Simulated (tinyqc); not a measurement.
Channel length: inversion-layer mobility, back-scattering and ballistic limit of a field-effect transistor. Computed by tinyqc, a small Python program. Command: `OMP_NUM_THREADS=1 python tinyqc.py 3008661 3008662 out.jsonl mos walk`. One thread of a shared host (Intel(R) Xeon(R) Processor @ 2.30GHz), about 0.01 s of CPU time with the checks.

The charge at the top of the source barrier is fixed by the gate; series resistance and short-channel effects are left out. F_j are Fermi integrals normalised to exp(eta) in the classical limit.

Inputs (values chosen for the exercise, modelled on a strained silicon n-channel):

| quantity | value | unit |
|---|---|---|
| transport mass m | 0.2 | m_0 |
| valley degeneracy g_v | 2 | - |
| weight w of the inversion charge | 0.5 | - |
| permittivity eps | 11.7 | - |
| phonon mobility at 1 MV/cm and 300 K, mu_ph | 650 | cm^2/(V s) |
| roughness mobility at 1 MV/cm, mu_sr | 1800 | cm^2/(V s) |
| Coulomb mobility at N_inv = 1e12/cm^2, mu_C | 680 | cm^2/(V s) |
| electrical oxide thickness t_inv | 4 | nm |
| depletion charge N_dep | 3e+11 | 1/cm^2 |
| gate overdrive V_G - V_T | 0.68 | V |
| drain voltage V_D | 0.05 | V |
| exponent a of the critical length | 0.62 | - |
| temperature T | 300 | K |

Statistics at the top of the barrier: Fermi-Dirac.

Constants: eps_0 = 8.8541878128e-12 F/m; e = 1.602176634e-19 C; m_0 = 9.1093837015e-31 kg; k_B = 1.380649e-23 J/K; hbar = 1.054571817e-34 J s; k_B = 8.617333262e-05 eV/K.

Method:
- N_inv = 3.9 eps_0 (V_G - V_T)/(e t_inv); effective field E_eff = e (N_dep + w N_inv)/(eps eps_0).
- mu_phonon = mu_ph (E_eff/1 MV/cm)^(-0.3) (T/300 K)^(-1.75); mu_rough = mu_sr (E_eff/1 MV/cm)^(-2); mu_Coulomb = mu_C (N_inv/1e12 cm^-2) (T/300 K); Matthiessen's rule adds 1/mu.
- F_j(eta) = (1/Gamma(j + 1)) int_0^infinity x^j/(1 + exp(x - eta)) dx, F_0 = ln(1 + exp(eta)). Integrals over x = E/(k_B T) use 160 Gauss-Legendre points in u = sqrt(x) from 0 to sqrt(max(eta, 0) + 32).
- Ballistic channel: N_2D = g_v m k_B T/(pi hbar^2), U = e V_D/(k_B T); eta_F solves N_inv = (N_2D/2)[F_0(eta_F) + F_0(eta_F - U)]; v_T = sqrt(2 k_B T/(pi m)); I/W = e (N_2D/2) v_T [F_1/2(eta_F) - F_1/2(eta_F - U)]; injection velocity v_T F_1/2(eta_F)/F_0(eta_F).
- Mean free path lambda = (2 k_B T/e)(mu/v_T) F_0(eta_0)/F_-1/2(eta_0), with eta_0 from N_inv = N_2D F_0(eta_0); critical length l = L (1 + U)^(-a), an empirical rule; back-scattering r = l/(l + lambda). Then eta solves N_inv = (N_2D/2)[(1 + r) F_0(eta) + (1 - r) F_0(eta - U)] and I/W = e (N_2D/2) v_T (1 - r)[F_1/2(eta) - F_1/2(eta - U)].
- The last column is the long-channel law e N_inv mu V/L with V = V_D - V_D^2/(2 V_ov) below pinch-off and V_ov/2 above, V_ov = V_G - V_T.

inversion density N_inv = 3.66397e+12 1/cm^2

effective mobility mu = 639.116 cm^2/(V s)

ballistic current I/W = 526.399 microampere/micrometre

Currents (microampere/micrometre):

| L (nm) | r | I/W | ballistic ratio | long-channel law |
|---|---|---|---|---|
| 5 | 0.07340 | 468.30 | 0.88962 | 3613.9 |
| 10 | 0.13676 | 421.42 | 0.80057 | 1806.9 |
| 20 | 0.24062 | 350.66 | 0.66616 | 903.5 |
| 40 | 0.38790 | 261.91 | 0.49754 | 451.7 |
| 80 | 0.55897 | 173.43 | 0.32946 | 225.9 |
| 160 | 0.71711 | 103.30 | 0.19624 | 112.9 |
| 400 | 0.86371 | 46.62 | 0.08857 | 45.2 |
| 1000 | 0.94063 | 19.65 | 0.03733 | 18.1 |

What follows from these numbers?

The current scales as L^-0.94 at the long end and as L^-0.15 at the short end, where it reaches 89 % of the ballistic 526. The long-channel law passes the ballistic limit between 20.0 and 40.0 nm and has no meaning below. At 1000 nm the model gives 1.09 times the long-channel law. Raising mu by 10 % at 20 nm raises I by 3.2 %.

Extremes, crossings and ranges named in words are read from the listed rows.
